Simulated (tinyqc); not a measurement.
# Silicon n-p-n transistor, Gummel numbers and transit times, step by step

tinyqc, about 0.01 s, one thread, Intel Xeon 2.30GHz (shared host): `OMP_NUM_THREADS=1 python tinyqc.py 2320094 2320095 out.jsonl` Printed values are rounded.

One-dimensional n-p-n transistor in the forward active mode at low injection. In the base p(x) = NB exp(-eta x/wb) and ni(x)^2 = ni^2 exp((g0 + g1 x/wb)/Vt); electrons leave the base at vsat; band spikes at the emitter junction and recombination inside the emitter are ignored.

Parameters, values chosen for the exercise; band and dielectric values close to those of silicon:
- T = 400 K (temperature)
- Eg = 1.1 eV (band gap)
- eps_r = 11.9 (relative permittivity)
- Nc = 4.28e19 cm^-3 (conduction-band density of states at T)
- Nv = 4e19 cm^-3 (valence-band density of states at T)
- vsat = 9.81e6 cm/s (saturation velocity)
- wb = 220 nm (neutral base width)
- NB = 1.9e18 cm^-3 (base doping at the emitter edge)
- eta = 0 (doping falls as exp(-eta x/wb))
- g0 = 0 eV (gap reduction at the emitter edge of the base)
- g1 = 0 eV (further gap reduction across the base (linear))
- Dn = 4.5 cm^2/s (electron diffusion coefficient in the base)
- NE = 2e20 cm^-3 (emitter doping)
- gE = 0.075 eV (gap reduction in the emitter (negative: wider gap))
- we = 230 nm (neutral emitter width)
- Dp = 1 cm^2/s (hole diffusion coefficient in the emitter)
- Se = 80000 cm/s (recombination velocity at the emitter contact)
- tb = 1e-8 s (electron lifetime in the base)
- NC = 1.1e16 cm^-3 (collector doping)
- VCB = 0.8 V (collector-base reverse bias)

Constants: q = 1.602176634e-19 C, kB = 1.380649e-23 J/K, Vt = kB T/q, eps0 = 8.8541878128e-14 F/cm where lengths are in cm. Results are converted to the units shown.

Range of the model: Heavy doping makes emitter or base degenerate; gE and g0 are to be read as apparent gap changes that include this.

## Base Gummel number and transit time

f(x) = p(x) ni^2/ni(x)^2; I(x) = integral from x to wb of f/Dn, plus f(wb)/vsat; base Gummel number GB = I(0); electron density per unit flux n/(J/q) = I/f; base transit time tauB = integral of I/f over the base. Trapezoid rule on 12 equal steps.

```
point   x (nm)  f (cm^-3)  I (s/cm^4)  I/f (s/cm)
0        0.000     1.9e18  9.48257e12  4.99083e-6
1       18.333     1.9e18  8.70849e12  4.58342e-6
2       36.667     1.9e18  7.93442e12  4.17601e-6
3       55.000     1.9e18  7.16035e12  3.76860e-6
4       73.333     1.9e18  6.38627e12  3.36120e-6
5       91.667     1.9e18  5.61220e12  2.95379e-6
6      110.000     1.9e18  4.83812e12  2.54638e-6
7      128.333     1.9e18  4.06405e12  2.13897e-6
8      146.667     1.9e18  3.28998e12  1.73157e-6
9      165.000     1.9e18  2.51590e12  1.32416e-6
10     183.333     1.9e18  1.74183e12  9.16752e-7
11     201.667     1.9e18  9.67754e11  5.09344e-7
12     220.000     1.9e18  1.93680e11  1.01937e-7
```

GB = 9.48257e12 s/cm^4
tauB = 56.0204 ps

With 4000 steps GB = 9.483e12 s/cm^4 and tauB = 56.02 ps. A uniform base would give wb^2/(2 Dn) + wb/vsat = 56.0 ps.

## Gain, Early voltage and collector delay

ni = sqrt(Nc Nv) exp(-Eg/(2 Vt)), Eg in volts; GE = NE exp(-gE/Vt)(we/Dp + 1/Se); JC = J0 exp(VBE/Vt), J0 = q ni^2/GB; gain limited by back injection GE/GB, by base recombination tb/tauB, together 1/beta = the sum of the inverses; collector layer one-sided, Wc = sqrt(2 eps0 eps_r (Vbc + VCB)/(q NC)), Vbc = Vt ln(p(wb) NC/ni^2), Cjc = eps0 eps_r/Wc; Early voltage VA = GB q p(wb)/(f(wb) Cjc [1/Dn - (eta + g1/Vt)/(wb vsat)]), f(wb) = p(wb) exp(-(g0 + g1)/Vt), p(wb) = NB exp(-eta); tauC = Wc/(2 vsat).

ni = 4.86471e12 cm^-3
GE = 8.05935e14 s/cm^4
J0 = 3.99851e-7 A/cm^2
GE/GB = 84.9912
tb/tauB = 178.506
beta = 57.5773
Wc = 424.918 nm
Cjc = 0.247965 fF/um^2
VA = 275.713 V
tauC = 2.16574 ps

The gain is limited more by back injection into the emitter. beta VA = 15900 V.
